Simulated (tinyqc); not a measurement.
Classical Heisenberg spin chain: exact results, Metropolis, heat-bath and over-relaxation steps, and a Monte Carlo run: one step, computed by the program tinyqc.

E = -J sum_i s_i . s_(i+1) for unit vectors s_i on an open chain; K = J/(k_B T).

Question. Four single-spin steps. The given spins are first normalised. Spins 2 and 3 are updated in turn, with h = K (sum of the two neighbours). Heat bath: cos(theta) = 1 + ln(1 - r1 (1 - exp(-2 |h|)))/|h| about n = h/|h|, azimuth 2 pi r2 = phi in the frame a = n x z/|n x z|, b = n x a: s = n cos(theta) + sin(theta)(a cos(phi) + b sin(phi)); r1, r2 are the first two numbers of the row.

Inputs (values chosen for the exercise, for a model chain of large moments): temperature T = 96 K.

Update: heat bath.

four neighbouring spins (rows; components x, y, z):
```
[[0.5969, -0.3018, 0.7434],
 [-0.8656, 0.4858, -0.1215],
 [0.0499, -0.9133, -0.4042],
 [0.2797, 0.9192, -0.2772]]
```

random numbers, one row a step:
```
[[0.6050, 0.4363, 0.7883],
 [0.4576, 0.7384, 0.4345],
 [0.5788, 0.4883, 0.0249],
 [0.0148, 0.5816, 0.8816]]
```

K = 3.747292

Give: the table «Steps» with the columns |h|, h . s before, h . s after, move, x, y, z.

Answer.

Steps:
```
spin    |h|  h . s before  h . s after       move       x        y        z
2     5.313        -4.464        4.384  heat bath  0.8604  -0.5093  -0.0163
3     4.672        -0.745        4.060  heat bath  0.8919   0.3590   0.2749
2     6.763         4.629        5.898  heat bath  0.7210   0.5160   0.4625
3     6.593         5.466        6.578  heat bath  0.5175   0.8445   0.1378
```
